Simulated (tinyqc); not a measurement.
Thermal boundary conductance by the acoustic and diffuse mismatch models: one step, computed by the program tinyqc.

Each side has one longitudinal and two transverse Debye branches, omega = v q up to q_D = (6 pi^2 n)^(1/3), with n counting all atoms. Scattering at the interface is elastic. Electrons are left out of G, also for metals. Melting is ignored. G refers to the temperatures of the phonons sent towards the interface. Linear branches over all atoms overstate G at high T, most for crystals with several atoms a cell.

Problem. Acoustic mismatch: transmission of each branch. No mode conversion. t(theta) = 4 Z_1 Z_2 cos(theta_1) cos(theta_2)/N^2, with N = Z_2 cos(theta_1) + Z_1 cos(theta_2) for L (the form for pressure waves) and N = Z_1 cos(theta_1) + Z_2 cos(theta_2) for both T branches (the form for shear waves polarised along the interface); sin(theta_2) = (v_2/v_1) sin(theta_1), and t = 0 beyond the critical angle arcsin(v_1/v_2); the mean over the incoming flux is alpha = 2 int t sin(theta_1) cos(theta_1) d theta_1 (64 Gauss-Legendre points).

Structure: superlattice.

Branches:
```
branch,v (m/s),cut-off (K),Z (1e6 kg/(m^2 s))
"L, side 1",9220,1006.522,21.4826
"T, side 1",5440,593.870,12.6752
"L, side 2",5320,556.183,28.7280
"T, side 2",3250,339.773,17.5500
```

Give: Transmission.

Solution.

Transmission:
```
branch,t at normal incidence,largest angle from side 1 (deg),"alpha, 1 to 2","alpha, 2 to 1"
L,0.9792,90,0.9594,0.3194
T,0.9740,90,0.8656,0.3090
```

For L waves from side 1 no critical angle exists, and the mean 0.96 stays near the normal-incidence 0.98. For T waves from side 1 no critical angle exists; the mean is 0.87 against 0.97 at normal incidence.
